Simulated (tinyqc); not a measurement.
Inside a calculation. Model: leakage currents through a thin dielectric. Computed by tinyqc, a small Python program that keeps every step. Command: `OMP_NUM_THREADS=1 python tinyqc.py 3003278 3003279 out.jsonl leak walk`. One thread of a shared host (Intel(R) Xeon(R) Processor @ 2.30GHz), about 0.01 s of CPU time with the checks. Intermediate numbers are printed to about 7 digits and carried at full precision; extremes and crossings named in words are read from the listed rows.

Electrons leave an electrode with Fermi energy E_F above its band bottom; barriers are counted from the Fermi level, and both electrodes are alike.

Inputs (values chosen for the exercise, modelled on HfO2):
```
quantity                           value  unit
barrier height phi_B                1.54    eV
tunnelling mass m                    0.2   m_0
static permittivity k               22.5     -
optical permittivity k_o            3.96     -
trap depth phi_t                    0.96    eV
Poole-Frenkel prefactor sigma_0  0.00019  S/cm
thickness t                          3.2    nm
electrode Fermi energy E_F          0.13    eV
electrode mass m_e                     1   m_0
voltage V                           0.57     V
temperature T                        473     K
```

Stack: single layer.

Constants: m_0 = 9.1093837015e-31 kg; e = 1.602176634e-19 C; hbar = 1.054571817e-34 J s; k_B = 8.617333262e-05 eV/K; k_B = 1.380649e-23 J/K; eps_0 = 8.8541878128e-12 F/m; h = 6.62607015e-34 J s.

## Fields

Field F = V/t; equivalent oxide thickness 3.9 t/k.

field F = 1.78125 MV/cm

equivalent oxide thickness = 0.5546667 nm

## Transmission at the Fermi level

WKB: a layer of mass m, field F and barrier b(x) = b_0 - e F x gives the exponent (4 sqrt(2 m)/(3 hbar e F)) [b_0^(3/2) - max(b_0 - e F t, 0)^(3/2)] for b_0 > 0; b_0 = barrier - (E - E_F); the transmission is D(E) = exp(-sum of exponents), without image force.

exponent of the dielectric = 16.39124

transmission D(E_F) = 7.609792e-08

At E_F the barrier of the dielectric is trapezoidal (direct tunnelling).

## Tunnel current

Tsu-Esaki: J = (e m_e k_B T/(2 pi^2 hbar^3)) int D(E) ln[(1 + exp((E_F - E)/k_B T))/(1 + exp((E_F - eV - E)/k_B T))] dE over the normal energy E (its change with the mass at an interface is neglected) from max(0, E_F - 3 eV) to E_F + largest barrier, by 100 Gauss-Legendre points in each part, split at E_F - 0.3 eV (if inside the range) and E_F + 8 k_B T. The mean energy weights E - E_F by the integrand.

tunnel current density = 9.731122 A/cm^2

mean energy of the current above E_F = -0.03897506 eV

The current flows close to or below E_F.

## Thermal currents

Schottky emission J = A T^2 exp(-(phi_B - sqrt(e^3 F/(4 pi k_o eps_0)))/k_B T), A = 4 pi e m k_B^2/h^3 with the tunnelling mass; Poole-Frenkel J = sigma_0 F exp(-(phi_t - sqrt(e^3 F/(pi k_o eps_0)))/k_B T); both use the field F of the dielectric.

Schottky lowering = 0.2545017 eV

Poole-Frenkel lowering = 0.5090035 eV

Schottky current density = 1.080628e-07 A/cm^2

Poole-Frenkel current density = 0.005298410 A/cm^2

The Poole-Frenkel lowering is twice the Schottky one, because the charge of a trap is fixed while an image charge moves with the electron.

## Which mechanism rules?

The formulas are those given above.

Current densities (A/cm^2):
```
V (V)  F (MV/cm)  tunnelling      Schottky  Poole-Frenkel
0.11     0.34375     1.90508  3.260031e-09   9.305822e-07
0.20     0.62500     2.91340  8.477154e-09   1.144060e-05
0.28     0.87500     3.79822  1.669338e-08   6.211055e-05
0.40     1.25000     5.56518  3.922735e-08   4.899553e-04
0.48     1.50000     7.21515  6.462535e-08   1.595753e-03
0.57     1.78125     9.73112  1.080628e-07   5.298410e-03
0.68     2.12500    14.18699  1.922187e-07   1.999949e-02
0.85     2.65625    26.14154  4.299230e-07   1.250601e-01
```

The largest current is tunnelling from 0.110 to 0.850 V. Over the table tunnelling grows by 1.1 decades, Schottky by 2.1 and Poole-Frenkel by 5.1. A plot of ln(J/F) against sqrt(F) for the Poole-Frenkel column has the slope 9.36 per sqrt(MV/cm), from which k_o follows; reading it as Schottky emission would give about k_o/4.

Checks made by the program: energy integral against adaptive quadrature (relative difference below 1e-10).
